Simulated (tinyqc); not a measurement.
Bias dependence of the times: oxide trap near a transistor channel: two-state multiphonon kinetics, telegraph noise and bias instability. Computed by tinyqc, a small Python program. Command: `OMP_NUM_THREADS=1 python tinyqc.py 3021612 3021613 out.jsonl oxidetrap walk`. One thread of a shared host (Intel(R) Xeon(R) Processor @ 2.30GHz), about 0.01 s of CPU time with the checks.

An n-channel device under positive gate bias. The trap is empty (state 1) or holds an electron (state 2); both states are parabolas of equal curvature, and the electron reservoir is taken at the Fermi level of the channel.

Inputs (values chosen for the exercise, with an insulator like SiO2 on silicon):
```
quantity                                value   unit
trap depth x from the interface          0.71     nm
tunnel barrier phi_b                     2.95     eV
tunnelling mass m_ox                     0.46    m_0
trap level above E_F at zero field E_t   0.45     eV
relaxation energy E_R                     2.8     eV
oxide field F                             5.1  MV/cm
attempt rate k_0 at the interface       9e+11    1/s
temperature T                             200      K
```

Parts treated: one trap.

Constants: hbar^2/(2 m_0) = 3.80998212 eV angstrom^2; k_B = 8.617333262e-05 eV/K.

Method. kappa = sqrt(2 m_ox phi_b)/hbar = sqrt(m_ox phi_b/(hbar^2/2m_0)); attenuation length lambda = 1/(2 kappa); factor exp(-x/lambda) for a rectangular barrier. E_21 = E_t - e F x is the energy of state 2 over state 1; barriers E_c = (E_R + E_21)^2/(4 E_R), E_e = E_c - E_21; tau_c = exp(E_c/k_B T)/(k_0 P), tau_e = exp(E_e/k_B T)/(k_0 P), P the tunnelling factor; occupation f_2 = tau_e/(tau_c + tau_e); 1/tau_0 = 1/tau_c + 1/tau_e.

tunnelling factor = 2.08712e-04

Against field:
```
F (MV/cm)  E_21 (eV)   tau_c (s)   tau_e (s)         f_2
0.00         0.45000  3.0959e+15  1.4167e+04  4.5761e-12
1.53         0.34137  8.4858e+13  2.1210e+05  2.4995e-09
3.06         0.23274  2.6285e+12  3.5885e+06  1.3652e-06
4.08         0.16032  2.7746e+11  2.5311e+07  9.1217e-05
5.10         0.08790  3.0925e+10  1.8851e+08  6.0587e-03
6.12         0.01548  3.6392e+09  1.4823e+09  2.8942e-01
7.65        -0.09315  1.6267e+08  3.6190e+10  9.9553e-01
```

ln(tau_c/tau_e) falls by e x/k_B T = 4.120 per MV/cm, which measures the depth x if the change of surface potential with bias is left aside. Over these rows tau_c shortens by 7.28 decades and tau_e lengthens by 6.41; the two share the shift almost equally, as the first and last E_21 average to little against E_R. The times cross at F = E_t/(e x) = 6.34 MV/cm.

Extremes, crossings and ranges named in words are read from the listed rows.
